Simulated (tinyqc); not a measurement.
Optical transitions of a finite quantum well, step by step. Values are carried at full precision from step to step, so a last printed digit may differ when a step is redone from the rounded ones.

Each carrier sees a square well of width L with its own depth V and masses m (inside), mb (outside); c = hbar^2/2m0, k = sqrt(m E/c), kappa = sqrt(mb (V - E)/c), and level n solves k L + 2 atan[(k/m)/(kappa/mb)] = n pi. The envelope is cos(kz) for odd n and sin(kz) for even n inside, joins exp(-kappa (|z| - L/2)) outside, and is normalised to 1. Excitons and band mixing are left out.

Constants: hbar^2/2m0 = 3.80998211 eV angstrom^2; hc = 1239.841984 eV nm; fine-structure constant alpha = 0.007297352564.

Inputs chosen for the exercise (near those of a GaAs well in AlGaAs; shifted at random, so the results belong to these values and not to a real crystal): L = 134 angstrom (well width); Eg = 1.516 eV (gap of the well); Vc = 0.227 eV (conduction offset); Vv = 0.117 eV (valence offset); me = 0.066 m0 (electron, well); meb = 0.0902 m0 (electron, barrier); mh = 0.354 m0 (heavy hole along z, well); mhb = 0.382 m0 (heavy hole, barrier); ml = 0.0914 m0 (light hole along z, well); mlb = 0.1098 m0 (light hole, barrier); Ns = 1.1 x 1e12/cm^2 (electrons in e1); n_r = 3.34 (refractive index); G = 3 meV (half width of the line).

## Confinement energies

Up to three levels for each carrier.

Levels:

| level | E (eV) | k (1/angstrom) | kappa (1/angstrom) |
|---|---|---|---|
| e1 | 0.0194 | 0.01832 | 0.07011 |
| e2 | 0.0769 | 0.03649 | 0.05962 |
| e3 | 0.1678 | 0.05391 | 0.03745 |
| hh1 | 0.0045 | 0.02040 | 0.10622 |
| hh2 | 0.0178 | 0.04070 | 0.09972 |
| hh3 | 0.0398 | 0.06078 | 0.08801 |
| lh1 | 0.0133 | 0.01786 | 0.05467 |
| lh2 | 0.0520 | 0.03532 | 0.04328 |
| lh3 | 0.1076 | 0.05081 | 0.01643 |

## Interband transitions

From e1 and e2 to each hole level: E = Eg + E_e + E_h, wavelength hc/E, squared overlap of the envelopes, and the strength |<S|p|v>|^2 in units of P^2 at the subband edge: overlap^2 times 1/2 (hh) or 1/6 (lh) for light polarised in the plane (TE), times 0 (hh) or 2/3 (lh) along z (TM).

Transitions:

| pair | E (eV) | wavelength (nm) | overlap^2 | TE | TM |
|---|---|---|---|---|---|
| e1-hh1 | 1.5399 | 805.2 | 0.9903 | 0.4951 | 0.0000 |
| e1-lh1 | 1.5487 | 800.6 | 0.9986 | 0.1664 | 0.6657 |
| e1-hh2 | 1.5532 | 798.2 | 0.0000 | 0.0000 | 0.0000 |
| e1-hh3 | 1.5751 | 787.1 | 0.0056 | 0.0028 | 0.0000 |
| e1-lh2 | 1.5874 | 781.1 | 0.0000 | 0.0000 | 0.0000 |
| e2-hh1 | 1.5973 | 776.2 | 0.0000 | 0.0000 | 0.0000 |
| e2-lh1 | 1.6062 | 771.9 | 0.0000 | 0.0000 | 0.0000 |
| e2-hh2 | 1.6107 | 769.8 | 0.9657 | 0.4829 | 0.0000 |
| e2-hh3 | 1.6326 | 759.4 | 0.0000 | 0.0000 | 0.0000 |
| e1-lh3 | 1.6430 | 754.6 | 0.0010 | 0.0002 | 0.0007 |
| e2-lh2 | 1.6449 | 753.8 | 0.9916 | 0.1653 | 0.6611 |
| e2-lh3 | 1.7005 | 729.1 | 0.0000 | 0.0000 | 0.0000 |

The edge is e1-hh1 at 805 nm. Pairs of opposite parity vanish exactly; e1-hh3 is allowed by parity and reaches 0.0056, only because the two envelopes leak differently into the barriers.

## Intersubband transitions from e1

z_1j = <1|z|j>; 1/m1 = <1|1/m|1>; f_1j = (m1/c)(E_j - E_1) z_1j^2, which sums to 1 over all bound and continuum states.

Transitions:

| pair | E (meV) | wavelength (micrometre) | \|z\| (angstrom) | f |
|---|---|---|---|---|
| 1-2 | 57.5 | 21.57 | 31.15 | 0.9715 |
| 1-3 | 148.4 | 8.36 | 0.00 | 0.0000 |

m1 = 0.0663 m0
sum of f over bound states = 0.9715

The continuum carries the remaining 0.0285. With hard walls z_12 = 16 L/(9 pi^2) = 24.14 angstrom and f_12 = 256/(27 pi^2) = 0.9607.

## Absorption of one well

For light polarised along z (a real waveguide or Brewster geometry adds an angle factor), with all electrons in e1 and none in e2, the peak fractional absorption is 4 pi alpha Ns c f_12/(n_r m1 G) and the area under the Lorentzian line is pi G times that, c = hbar^2/2m0; 1e12/cm^2 = 1e-4/angstrom^2. EF - E1 = 2 pi c Ns/m1 at zero temperature.

peak absorption = 5.618 %
area = 52.94 % meV
EF - E1 = 39.7 meV

EF lies below e2, as assumed.

## Checks

- Sum of f over all levels of a difference grid (60 cells across the well) against 1: 0.999 against 1.000.
- The strength f_12 on that grid against the matched envelopes: 0.971 against 0.972.

Program tinyqc; command `OMP_NUM_THREADS=1 python tinyqc.py 1282024 1282025 out.jsonl`; about 0.2 s on one thread of a shared Intel(R) Xeon(R) Processor @ 2.30GHz.
